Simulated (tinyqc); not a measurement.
The basis set: RHF and MP2 along a ladder of basis sets, for H3+, spin multiplicity 1. Computed by the program tinyqc with PySCF. Same geometry throughout; the dipole is taken about the origin.

Geometry (angstrom):
```
atom       x       y       z
H     0.0000  0.0000  0.0000
H     0.0000  0.0000  0.7990
H     0.0000  0.7620  0.4000
```

RHF and frozen-core MP2 in a ladder of bases:
```
basis        functions  E(RHF) (hartree)  E(MP2 corr) (hartree)  HOMO (eV)  LUMO (eV)  dipole (debye)
sto-3g               3          -1.22754               -0.01664    -33.979     -1.192           2.355
6-31g                6          -1.27322               -0.02202    -33.637     -5.157           2.341
6-31g**             15          -1.29238               -0.03049    -33.600     -5.057           2.332
cc-pvdz             15          -1.29038               -0.02861    -33.574     -5.271           2.328
aug-cc-pvdz         27          -1.29049               -0.02902    -33.571     -5.509           2.328
cc-pvtz             42          -1.29782               -0.03391    -33.617     -5.384           2.327
```

Estimate the missing row, basis = 3-21g.

Computed row:
```
basis  functions  E(RHF) (hartree)  E(MP2 corr) (hartree)  HOMO (eV)  LUMO (eV)  dipole (debye)
3-21g          6          -1.26889               -0.02204    -33.608     -5.001           2.341
```

From cc-pVDZ to cc-pVTZ the RHF energy falls by 7.4 mhartree and the correlation energy by 5.3. If valence correlation converges as X^-3, (27 E(T) - 8 E(D))/19 gives -0.0361 hartree, a rough estimate from such small X that usually falls short; STO-3G holds about 46 % of it. Beyond STO-3G the LUMO moves by 0.5 eV and the HOMO by 0.1 eV.
